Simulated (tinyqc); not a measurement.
CCD on RHF in the sto-6g basis, for H6, spin multiplicity 1, step by step. One step of it, computed by the program tinyqc.

Task: CCD: starting amplitudes. t_ij^ab = <ij||ab> / (e_i + e_j - e_a - e_b), whose energy is MP2.

orbital energies (hartree): MO1 -0.671876, MO2 -0.586053, MO3 -0.476833, MO4 0.433132, MO5 0.711687, MO6 1.061529

Two-electron integrals over orbitals (pq|rs), unique and non-zero (hartree):
```
(11|11) 0.411104    (21|21) 0.129866    (22|11) 0.325584    (22|22) 0.395767
(31|11) 0.081941    (31|22) -0.063402   (31|31) 0.136846    (32|21) -0.130520
(32|32) 0.147225    (33|11) 0.392461    (33|22) 0.344387    (33|31) 0.050588
(33|33) 0.394276    (41|21) 0.031737    (41|32) 0.001098    (41|41) 0.079449
(42|11) 0.049194    (42|22) -0.005286   (42|31) 0.045375    (42|33) 0.016473
(42|42) 0.065440    (43|21) 0.054498    (43|32) -0.053438   (43|41) 0.016134
(43|43) 0.069541    (44|11) 0.388153    (44|22) 0.342344    (44|31) 0.045065
(44|33) 0.380598    (44|42) 0.024354    (44|44) 0.394220    (51|11) 0.009052
(51|22) 0.023662    (51|31) -0.019255   (51|33) -0.007253   (51|42) 0.040512
(51|44) 0.002101    (51|51) 0.046499    (52|21) 0.016869    (52|32) 0.005363
(52|41) 0.055016    (52|43) -0.038413   (52|52) 0.088093    (53|11) -0.058446
(53|22) -0.001276   (53|31) -0.050069   (53|33) -0.031052   (53|42) -0.062602
(53|44) -0.026309   (53|51) -0.035938   (53|53) 0.067021    (54|21) 0.129998
(54|32) -0.140742   (54|41) 0.007360    (54|43) 0.054930    (54|52) -0.003111
(54|54) 0.151281    (55|11) 0.338416    (55|22) 0.397354    (55|31) -0.052982
(55|33) 0.354127    (55|42) -0.000592   (55|44) 0.362906    (55|51) 0.024250
(55|53) -0.003641   (55|55) 0.420953    (61|21) 0.002180    (61|32) 0.010660
(61|41) 0.028463    (61|43) 0.052194    (61|52) -0.031040   (61|54) -0.007605
(61|61) 0.065283    (62|11) -0.016070   (62|22) -0.030061   (62|31) 0.016818
(62|33) -0.004696   (62|42) -0.037756   (62|44) -0.002879   (62|51) -0.043071
(62|53) 0.039529    (62|55) -0.029018   (62|62) 0.045261    (63|21) 0.036684
(63|32) -0.008041   (63|41) 0.076995    (63|43) 0.019088    (63|52) 0.055093
(63|54) 0.007760    (63|61) 0.028749    (63|63) 0.082784    (64|11) 0.083338
(64|22) -0.055679   (64|31) 0.130484    (64|33) 0.051547    (64|42) 0.047321
(64|44) 0.050307    (64|51) -0.015967   (64|53) -0.050463   (64|55) -0.056650
(64|62) 0.015607    (64|64) 0.140256    (65|21) -0.131706   (65|32) 0.133647
(65|41) -0.032906   (65|43) -0.057496   (65|52) -0.017536   (65|54) -0.140022
(65|61) -0.003456   (65|63) -0.040482   (65|65) 0.147040    (66|11) 0.438094
(66|22) 0.346112    (66|31) 0.089358    (66|33) 0.420373    (66|42) 0.055142
(66|44) 0.424836    (66|51) 0.010637    (66|53) -0.066169   (66|55) 0.370157
(66|62) -0.018729   (66|64) 0.097575    (66|66) 0.492921
```

Give: Starting amplitudes; correlation energy.

Result:

Starting amplitudes (spin orbitals 1a, 1b, ...; amplitudes related by a flip of all spins are not repeated; the 24 largest):
```
from      to        t
3a 3b  4a 4b  -0.0382
1a 1b  4a 4b  -0.0359
2a 2b  5a 5b  -0.0339
2a 2b  4a 4b  -0.0321
1a 3b  4a 6b  -0.0291
2a 3b  4a 5b   0.0284
3a 3b  5a 5b  -0.0282
3a 3b  6a 6b  -0.0269
1a 2b  4a 5b  -0.0229
1a 3b  4b 6a   0.0197
2a 3b  5a 6b  -0.0194
1a 1b  6a 6b  -0.0188
2a 3b  4b 5a  -0.0174
1a 2b  4b 5a   0.0169
1a 1b  5a 5b  -0.0168
1a 2b  5a 6b   0.0142
2a 2b  4a 6b   0.0142
1a 3b  5a 5b   0.0140
2a 3b  5b 6a   0.0139
2a 2b  6a 6b  -0.0137
2a 3a  4a 5a   0.0110
1a 2b  5b 6a  -0.0102
1a 1b  4a 6b  -0.0100
1a 3a  4a 6a  -0.0094
```

correlation energy = -0.042917 hartree
